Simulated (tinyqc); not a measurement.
Planar ballistic transistor, top-of-the-barrier model: two steps of the calculation.

At the top of the source barrier, states moving towards the drain are filled by the source (Fermi level 0) and states moving back by the drain (Fermi level -q Vd); nothing scatters. U is the shift of the band edge there, set by the capacitances CG, CD and CS (the total) and by the charge. Parabolic two-dimensional band; the source is grounded.

Parameters, values chosen for the exercise; mass and valleys close to those of germanium: temperature T = 300 K; effective mass m = 0.117 m0; valley degeneracy gv = 4; relative permittivity of the gate insulator eox = 22; insulator thickness tox = 3.2 nm; gate control CG/CS aG = 0.77; drain control CD/CS aD = 0.055; band edge at the barrier top above the source Fermi level at zero bias E0 = 0.19 eV; gate voltage Vg = 0.8 V; drain voltage Vd = 0.1 V.

Constants: q = 1.602176634e-19 C, kB = 1.380649e-23 J/K, hbar = 1.054571817e-34 J s, m0 = 9.1093837015e-31 kg, Vt = kB T/q, eps0 = 8.8541878128e-14 F/cm where lengths are in cm. Results are converted to the units shown.

Problem 1. Density of states, capacitances and charge at zero bias. N0 = gv m kB T/(pi hbar^2), CG = eps0 eox/tox, vT = sqrt(2 kB T/(pi m)), CS = CG/aG, n0 = n at U = 0 and Vd = 0. eta1 = -(E0 + U)/Vt, eta2 = eta1 - Vd/Vt, n = (N0/2)[F_0(eta1) + F_0(eta2)], F_0(x) = ln(1 + exp x). UL = -(aG Vg + aD Vd).

Give: N0; CG; CS; n0; UL.

Solution 1.

N0 = 5.054e12 cm^-2
CG = 6.087 uF/cm^2
CS = 7.906 uF/cm^2
n0 = 3.248e9 cm^-2
UL = -0.6215 eV

Problem 2. Self-consistent potential at the barrier top. U(out) = UL + q (n - n0)/CS. Newton step: U(new) = U + (U(out) - U)/(1 + CQ/CS), CQ = (q/Vt) dn/d(eta1) with both F' summed; F_0'(x) = 1/(1 + exp(-x)).

U at the start (U = UL) = -0.6215 eV
N0 = 5.0540227e12 cm^-2
CS = 7.9055248 uF/cm^2
n0 = 3.2481652e9 cm^-2
UL = -0.6215 eV

Wanted: eta1; eta2; n; U(out); CQ; U after iteration 1.

Solution 2.

eta1 = 16.691
eta2 = 12.823
n = 7.4583e13 cm^-2
U(out) = 0.88997 eV
CQ = 31.322 uF/cm^2
U after iteration 1 = -0.31690 eV

tinyqc, about 0.01 s, one thread, Intel Xeon 2.30GHz (shared host): `OMP_NUM_THREADS=1 python tinyqc.py 2400079 2400080 out.jsonl`
